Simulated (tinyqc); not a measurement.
## Fully depleted semiconductor-on-insulator film with two gates, non-linear Poisson equation by Newton steps: threshold and coupling against the back-gate voltage

One dimension across the film, front interface at x = 0, back interface at x = ts. psi is counted from the intrinsic level, n = ni exp(psi/Vt) (source grounded), holes neglected, acceptors ionised. Gates act through Cox = eps0 eox/tox and Cbox = 3.9 eps0/tb with potentials G1 = Vg - (phiM - chi - Vt ln(Nc/ni)) and G2 = Vb - (phiB - chi - Vt ln(Nc/ni)). Classical Boltzmann densities, no interface charge, no depletion in the back plane.

ni = sqrt(Nc Nv) exp(-Eg/(2 Vt)), Eg in volts. The Poisson equation eps0 eps_r d2psi/dx2 = q (n + Na), with -eps0 eps_r dpsi/dx = Cox (G1 - psi) at x = 0 and eps0 eps_r dpsi/dx = Cbox (G2 - psi) at x = ts, is solved on 300 equal intervals with half boxes at both ends; N_inv is the trapezoid sum of n. VT is the Vg for N_inv = 1e11 cm^-2; -dVT/dVb from the linearised equation. Limits with Cs = eps0 eps_r/ts: front channel Cs Cbox/(Cox (Cs + Cbox)), back channel Cbox (Cox + Cs)/(Cox Cs). Swing at N_inv = 1e8 cm^-2.

Values chosen for this exercise; band and dielectric values close to those of silicon:
- T = 300 K (temperature)
- Eg = 1.11 eV (band gap)
- eps_r = 11.8 (relative permittivity)
- Nc = 2.82e19 cm^-3 (conduction-band density of states at T)
- Nv = 2.61e19 cm^-3 (valence-band density of states at T)
- chi = 4.06 eV (electron affinity)
- eox = 7.52 (relative permittivity of the gate insulator (close to silicon nitride))
- tox = 4 nm (insulator thickness)
- ts = 6.9 nm (film thickness)
- tb = 11 nm (buried-oxide thickness (eps_r 3.9))
- Na = 2.2e17 cm^-3 (acceptor density of the film)
- phiM = 4.23 eV (work function of the front gate)
- phiB = 4.11 eV (work function of the back plane)

Constants: q = 1.602176634e-19 C, kB = 1.380649e-23 J/K, Vt = kB T/q, eps0 = 8.8541878128e-14 F/cm where lengths are in cm. Results are converted to the units shown.

The same in every row: front-channel limit = 0.156; back-channel limit = 0.396.

Threshold and coupling against the back-gate voltage:
```
Vb (V)  VT (V)  centroid/ts at VT  -dVT/dVb  swing (mV/decade)
-3       0.602             0.0488     0.166               69.5
-2.25    0.477             0.0648     0.169               69.7
-1.5     0.348             0.0967     0.176               70.2
-0.75    0.210              0.188     0.194               71.8
0       0.0428              0.512     0.265               77.3
0.75    -0.191              0.832     0.347               80.9
1.5     -0.463              0.915     0.371               81.9
2.25    -0.745              0.944     0.380               82.3
3        -1.03              0.958     0.384               82.5
```

What does the table show?

As Vb goes from -3 to 3, VT falls from 0.602 to -1.03 V, the centroid rises from 0.0488 to 0.958 of ts and -dVT/dVb rises from 0.166 to 0.384. The coupling covers 4.07 % of the way from the front-channel to the back-channel limit in the first row and 94.9 % in the last. A positive back bias draws the electrons to the back interface, where the back gate has more leverage and the front gate less, so the swing worsens.

Range of the model: In so thin a film or at such density quantum confinement moves the charge away from the interfaces and raises the threshold.

tinyqc, about 0.4 s, one thread, Intel Xeon 2.30GHz (shared host): `OMP_NUM_THREADS=1 python tinyqc.py 2190032 2190033 out.jsonl`
